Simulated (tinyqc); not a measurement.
# Bandgap voltage reference from two bipolar transistors: output against temperature

Two transistors of area 1 and N carry the same current I. Is(T) = Is (T/T0)^eta exp[(Vg0 q/kB)(1/T0 - 1/T)], VBE1 = Vt ln(I/Is(T)) + I rb, VBE2 = Vt ln(I/(N Is(T))) + I rb/N. The amplifier forces I R1(T) = VBE1 - VBE2 + Vos, with R(T) = R (1 + tc (T - T0)) for both resistors, and the output is Vref = VBE1 + I R2(T). Base currents and the Early effect are neglected.

Vt = kB T/q; I = (Vt ln N + Vos)/(R1(T) - rb (1 - 1/N)).

Inputs (values chosen for the exercise); values of the order met in silicon bipolar transistors:
- T0 = 323 K (reference temperature)
- Vg0 = 1.204 V (band-gap voltage extrapolated to 0 K)
- eta = 3.1 (temperature exponent of the saturation current)
- Is = 1.4e-16 A (saturation current of the unit transistor at T0)
- N = 15 (area ratio of the second transistor)
- R1 = 20 kohm (resistor across which the difference of VBE falls, at T0)
- tc = -600 ppm/K (temperature coefficient of both resistors)
- Vos = 0 mV (offset of the amplifier)
- rb = 60 ohm (series resistance of the unit transistor)
- R2 = 153.2 kohm (output resistor at T0)

Constants: q = 1.602176634e-19 C, kB = 1.380649e-23 J/K. Results are converted to the units shown.

Result of one run:

| T (K) | I (uA) | VBE1 (V) | I R2 (V) | Vref (V) | Vref - Vref(T0) (mV) | dVref/dT (uV/K) |
|---|---|---|---|---|---|---|
| 398 | 4.877 | 0.5310 | 0.7135 | 1.245 | -3.184 | -55.88 |

What becomes of these results when the temperature T is changed from 398 to 253 K, all else the same?

Result of the changed run:

| T (K) | I (uA) | VBE1 (V) | I R2 (V) | Vref (V) | Vref - Vref(T0) (mV) | dVref/dT (uV/K) |
|---|---|---|---|---|---|---|
| 253 | 2.841 | 0.7950 | 0.4535 | 1.249 | 0.7397 | 8.352 |

The whole series:

| T (K) | I (uA) | VBE1 (V) | I R2 (V) | Vref (V) | Vref - Vref(T0) (mV) | dVref/dT (uV/K) |
|---|---|---|---|---|---|---|
| 218 | 2.399 | 0.8571 | 0.3907 | 1.248 | 0.05664 | 31.37 |
| 233 | 2.586 | 0.8306 | 0.4176 | 1.248 | 0.4483 | 20.99 |
| 253 | 2.841 | 0.7950 | 0.4535 | 1.249 | 0.7397 | 8.352 |
| 273 | 3.101 | 0.7592 | 0.4893 | 1.249 | 0.7902 | -3.114 |
| 298 | 3.435 | 0.7142 | 0.5342 | 1.248 | 0.5479 | -16.03 |
| 323 | 3.779 | 0.6688 | 0.5790 | 1.248 | 0 | -27.60 |
| 348 | 4.134 | 0.6231 | 0.6238 | 1.247 | -0.8222 | -38.00 |
| 373 | 4.500 | 0.5772 | 0.6687 | 1.246 | -1.891 | -47.39 |
| 398 | 4.877 | 0.5310 | 0.7135 | 1.245 | -3.184 | -55.88 |
| 423 | 5.266 | 0.4847 | 0.7584 | 1.243 | -4.679 | -63.57 |

VBE1 falls by 1.82 mV/K on average and I R2 rises by 1.79 mV/K. The slope of Vref vanishes at T = 267 K. Between 233 and 398 K Vref spans 3.98 mV, or 19.4 ppm/K by the box method (span over the average over T, over 165 K).

Computed by the program tinyqc: `OMP_NUM_THREADS=1 python tinyqc.py 2062026 2062027 out.jsonl`, one thread of a shared Intel Xeon 2.30GHz, about 0.02 s for the whole run.
